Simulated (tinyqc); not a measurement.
Valley splitting of a silicon quantum well in envelope theory: sweeps and comparisons. A value that a table varies takes the place of the one given here.

The well lies at 0 < z < L; U(z) = V0 [1/(1 + exp(z/w)) + 1/(1 + exp((L - z)/w))] - e F z, 1 mV/nm = 1e-4 eV/angstrom. The envelope psi solves -(c/ml) psi'' + U psi = E psi, c = hbar^2/2m0, by three-point differences on a grid of 0.1 angstrom from -40 to L + 40 angstrom. The two valleys at +/- k0 couple through D = C0 times the integral of exp(-i q z) U(z) psi^2, q = 2 k0 (2 pi/a), and split by Ev = 2|D|.

Random alloy: with Y(z) = Yw + (Yb - Yw) B(z), B the bracket in U, and in-plane density exp(-r^2/ad^2)/(pi ad^2), D gains a random complex part of variance sigma^2 = (C0^2/pi)(a^2 V0/(8 ad (Yb - Yw)))^2 (4/a) times the integral of psi^4 Y (1 - Y). Alone it gives a mean splitting sqrt(pi) sigma; together with the smooth part the rms splitting is 2 sqrt(|D|^2 + sigma^2).

Constants: hbar^2/2m0 = 3.80998211 eV angstrom^2.

Inputs chosen for the exercise (near those of a strained Si well in SiGe; shifted at random, so the results belong to these values and not to a real crystal): L = 68 angstrom (well width); V0 = 0.17 eV (conduction offset); ml = 0.906 m0 (mass along z); F = 10.4 mV/nm (field pressing towards the upper interface); k0 = 0.833 2 pi/a (valley position); a = 5.431 angstrom (lattice constant); C0 = 0.269 (Bloch overlap factor); Yb = 0.25 (Ge share of the barrier); Yw = 0 (Ge share of the well); ad = 100 angstrom (dot radius); ws = (0.4, 0.7, 1, 1.2, 1.9, 3, 4.7) angstrom (interface widths); Ls = (68, 69.4, 70.7, 72.1, 73.4, 74.8, 76.1, 77.5) angstrom (widths in steps of one atomic layer, a/4, rounded to the grid); F2 = 0 mV/nm (second field, zero or weak); w1 = 0.6 angstrom (interface width for this table); w = 1 angstrom (interface width parameter).

## Sharpness of the interface

The smooth part 2|D| and the disorder part against w, beside y/sinh(y) with y = pi q w. The 12 to 88 % width of the step is 4w.

Results:
```
w (angstrom)  4w (angstrom)  2|D| (micro-eV)  y/sinh(y)  sqrt(pi) sigma (micro-eV)
0.4                     1.6           127.13       0.43                       20.0
0.7                     2.8            36.66       0.12                       22.3
1.0                     4.0             8.75      0.028                       25.1
1.2                     4.8             3.20      0.010                       27.3
1.9                     7.6             0.08    0.00023                       35.6
3.0                    12.0             0.00    4.7e-07                       49.1
4.7                    18.8             0.00    2.5e-11                       69.8
```

The smooth part needs a Fourier component of U psi^2 at a wavelength of 3.26 angstrom; from the first row to the third it falls by a factor 14.5, while y/sinh(y) falls by 15.3 (the envelope near the step and the phase between the two interfaces change too). The disorder part goes from 20.0 to 69.8 micro-eV, growing as the electron overlaps more alloy. It takes over between w = 0.7 and 1 angstrom, that is a step 2.8 to 4.0 angstrom wide, with 1.36 angstrom to an atomic layer.

## Adding atomic layers

The smooth splitting Ev = 2|D| with w = w1, at the field F2 and at F.

Results:
```
L (angstrom)  q L mod 2 pi  Ev at F2 (micro-eV)  Ev at F (micro-eV)
68.0                  5.40                 17.4                57.2
69.4                  1.82                 3.35                56.8
70.7                  4.32                 16.9                57.1
72.1                  0.74                 5.60                56.8
73.4                  3.24                 12.1                56.9
74.8                  5.94                 11.5                56.9
76.1                  2.16                 4.94                56.8
77.5                  4.86                 13.3                56.9
```

At F2 the splitting swings between 3.35 and 17.4 micro-eV, a ratio of 5.18, as the two interfaces add with the phase q L, which advances on average by 2.62 rad a layer. At F the ratio is 1.01, where in the first row psi^2 at the upper interface is 233 times that at the lower one: one interface dominates and the interference fades.

## What each parameter does

Orbital spacing, psi^2 at z = L, the smooth splitting and sigma; V0 is held fixed when Yw changes. Each row changes one parameter from the base and keeps the others.

Results:
```
case               E2 - E1 (meV)  psi^2(L) (1e-3/angstrom)  2|D| (micro-eV)  sigma (micro-eV)
base                       30.32                     5.565             8.75              14.2
ad = 140 angstrom          30.32                     5.565             8.75              10.1
Yw = 0.03                  30.32                     5.565             8.75             103.0
L = 74 angstrom            29.45                     5.546             8.69              14.1
V0 = 0.213 eV              30.69                     4.307             8.77              14.1
w = 0.7 angstrom           30.27                     5.821            36.66              12.6
F = 15.6 mV/nm             37.80                     8.426            13.22              21.3
k0 = 0.813 2 pi/a          30.32                     5.565            10.03              14.2
C0 = 0.323                 30.32                     5.565            10.51              17.0
```

The largest shifts from the base row, up to three for each result and ties (the steps differ in size, so this ranks the rows, not the parameters). E2 - E1 (meV): F +7.48, L -0.87, V0 +0.37; unchanged at the printed digits by ad, Yw, k0 and C0. psi^2(L) (1e-3/angstrom): F +2.861, V0 -1.258, w +0.256; unchanged at the printed digits by ad, Yw, k0 and C0. 2|D| (micro-eV): w +27.91, F +4.47, C0 +1.76; unchanged at the printed digits by ad and Yw. sigma (micro-eV): Yw +88.8, F +7.1, ad -4.1; unchanged at the printed digits by k0.

Program tinyqc; command `OMP_NUM_THREADS=1 python tinyqc.py 1282687 1282688 out.jsonl`; about 0.06 s on one thread of a shared Intel(R) Xeon(R) Processor @ 2.30GHz.
